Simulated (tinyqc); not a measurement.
Inside a calculation. Method: empirical pseudopotential in a few plane waves. One step of it, computed by the program tinyqc.

Task: Bloch Hamiltonian at G. Basis: the 15 shortest G (labels in 2 pi/a), the same at every k. H(G,G') = c |k + G|^2 delta + VS(|G-G'|^2) cos((G-G').tau) + i VA sin((G-G').tau), tau = a/8 (1,1,1); 1 Ry = 13.605693 eV.

Parameters chosen for this model: fcc lattice, atoms at +/- a/8 (1,1,1); form factors in rydberg at |G|^2 in units of (2 pi/a)^2:
```
parameter                 value      unit
a                      5.960000  angstrom
VS(3)                 -0.203000        Ry
VS(8)                  0.049000        Ry
VS(11)                 0.032000        Ry
VA(3)                         0        Ry
VA(4)                         0        Ry
VA(11)                        0        Ry
hbar^2/2m (2 pi/a)^2   4.234383        eV
```

k point G (2 pi / a): [0, 0, 0]

Give: H(k) at G.

Result:

H(k) at G (eV):
```
         +0+0+0   -1-1-1   -1-1+1   -1+1-1   -1+1+1   +1-1-1   +1-1+1   +1+1-1
+0+0+0   0.0000   1.9530  -1.9530  -1.9530  -1.9530  -1.9530  -1.9530  -1.9530
-1-1-1   1.9530  12.7031   0.0000   0.0000  -0.6667   0.0000  -0.6667  -0.6667
-1-1+1  -1.9530   0.0000  12.7031   0.6667   0.0000   0.6667   0.0000   0.0000
-1+1-1  -1.9530   0.0000   0.6667  12.7031   0.0000   0.6667   0.0000   0.0000
-1+1+1  -1.9530  -0.6667   0.0000   0.0000  12.7031   0.0000   0.6667   0.6667
+1-1-1  -1.9530   0.0000   0.6667   0.6667   0.0000  12.7031   0.0000   0.0000
+1-1+1  -1.9530  -0.6667   0.0000   0.0000   0.6667   0.0000  12.7031   0.6667
+1+1-1  -1.9530  -0.6667   0.0000   0.0000   0.6667   0.0000   0.6667  12.7031
+1+1+1   1.9530   0.0000  -0.6667  -0.6667   0.0000  -0.6667   0.0000   0.0000
-2+0+0   0.0000  -1.9530  -1.9530  -1.9530   1.9530   0.3079  -0.3079  -0.3079
+0-2+0   0.0000  -1.9530  -1.9530   0.3079  -0.3079  -1.9530   1.9530  -0.3079
+0+0-2   0.0000  -1.9530   0.3079  -1.9530  -0.3079  -1.9530  -0.3079   1.9530
+0+0+2   0.0000  -0.3079   1.9530  -0.3079  -1.9530  -0.3079  -1.9530   0.3079
+0+2+0   0.0000  -0.3079  -0.3079   1.9530  -1.9530  -0.3079   0.3079  -1.9530
+2+0+0   0.0000  -0.3079  -0.3079  -0.3079   0.3079   1.9530  -1.9530  -1.9530

         +1+1+1   -2+0+0   +0-2+0   +0+0-2   +0+0+2   +0+2+0   +2+0+0
+0+0+0   1.9530   0.0000   0.0000   0.0000   0.0000   0.0000   0.0000
-1-1-1   0.0000  -1.9530  -1.9530  -1.9530  -0.3079  -0.3079  -0.3079
-1-1+1  -0.6667  -1.9530  -1.9530   0.3079   1.9530  -0.3079  -0.3079
-1+1-1  -0.6667  -1.9530   0.3079  -1.9530  -0.3079   1.9530  -0.3079
-1+1+1   0.0000   1.9530  -0.3079  -0.3079  -1.9530  -1.9530   0.3079
+1-1-1  -0.6667   0.3079  -1.9530  -1.9530  -0.3079  -0.3079   1.9530
+1-1+1   0.0000  -0.3079   1.9530  -0.3079  -1.9530   0.3079  -1.9530
+1+1-1   0.0000  -0.3079  -0.3079   1.9530   0.3079  -1.9530  -1.9530
+1+1+1  12.7031  -0.3079  -0.3079  -0.3079  -1.9530  -1.9530  -1.9530
-2+0+0  -0.3079  16.9375   0.6667   0.6667  -0.6667  -0.6667   0.0000
+0-2+0  -0.3079   0.6667  16.9375   0.6667  -0.6667   0.0000  -0.6667
+0+0-2  -0.3079   0.6667   0.6667  16.9375   0.0000  -0.6667  -0.6667
+0+0+2  -1.9530  -0.6667  -0.6667   0.0000  16.9375   0.6667   0.6667
+0+2+0  -1.9530  -0.6667   0.0000  -0.6667   0.6667  16.9375   0.6667
+2+0+0  -1.9530   0.0000  -0.6667  -0.6667   0.6667   0.6667  16.9375
```
